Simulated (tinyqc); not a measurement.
BCS gap equation with a constant attraction inside the Debye window: one step, computed by the program tinyqc.

Pairs attract with strength V for |xi| < k_B Theta; N(0) is the density of states for one spin. Energies are given as temperatures (E/k_B, in K) unless marked.

Question. Gap at zero temperature. At T = 0 the gap equation 1/(N(0)V) = int_0^Theta d xi/sqrt(xi^2 + Delta^2) has the integral arcsinh(Theta/Delta), so Delta_0 = Theta/sinh(1/(N(0)V)); weak coupling gives 2 Theta exp(-1/(N(0)V)).

Inputs (values chosen for the exercise, modelled on indium): coupling N(0)V = 0.278; Debye temperature Theta = 110 K.

Solver: secant.

Constants: k_B = 8.617333262e-05 eV/K.

Give: Delta_0; weak-coupling Delta_0; Delta_0 in meV.

Answer.

Delta_0 = 6.033 K

weak-coupling Delta_0 = 6.029 K

Delta_0 in meV = 0.5199 meV
